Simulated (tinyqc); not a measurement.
Admittance spectroscopy and thermally stimulated current of one trap level in a depletion layer: one step, computed by the program tinyqc. Command: `OMP_NUM_THREADS=1 python tinyqc.py 3113956 3113957 out.jsonl admit walk`. One thread of a shared host (Intel(R) Xeon(R) Processor @ 2.30GHz), about 0.01 s of CPU time with the checks.

A Schottky junction on n-type material holds one donor-like electron trap; shallow donors are fully ionised and abrupt depletion edges are assumed.

Question. The capacitance step. With E_c - E_F = k_B T_p ln(N_c/N): lambda = sqrt(2 eps eps_0 (E_t - (E_c - E_F))/(e^2 N)); traps are empty and charged for x < x_t = w - lambda, and V_b = e (N w^2 + N_t x_t^2)/(2 eps eps_0). High frequency: C_hf = eps eps_0/w. Low frequency: C_lf = eps eps_0 (N + N_t)/(N w + N_t x_t).

Inputs (values chosen for the exercise, modelled on n-type silicon):
```
quantity                         value    unit
dielectric constant eps           11.6       -
shallow doping N               1.1e+15  1/cm^3
trap density N_t               1.4e+14  1/cm^3
trap depth E_t below the band    0.397      eV
band bending V_b                  0.76       V
```

E_c - E_F = k_B T_p ln(N_c/N) = 0.3405572 eV

Constants: eps_0 = 8.8541878128e-12 F/m; e = 1.602176634e-19 C.

Give: lambda; depletion width w; crossing point x_t; C_hf; C_lf; step (C_lf - C_hf)/C_hf; small-N_t estimate (N_t/N)(lambda/w).

Answer.

lambda = 256.5 nm

depletion width w = 911.7 nm

crossing point x_t = 655.2 nm

C_hf = 11.27 nF/cm^2

C_lf = 11.64 nF/cm^2

step (C_lf - C_hf)/C_hf = 0.03281

small-N_t estimate (N_t/N)(lambda/w) = 0.03581

Reading N_t/N straight from the step would give 0.0328 against the true 0.127: the factor lambda/w must be known.
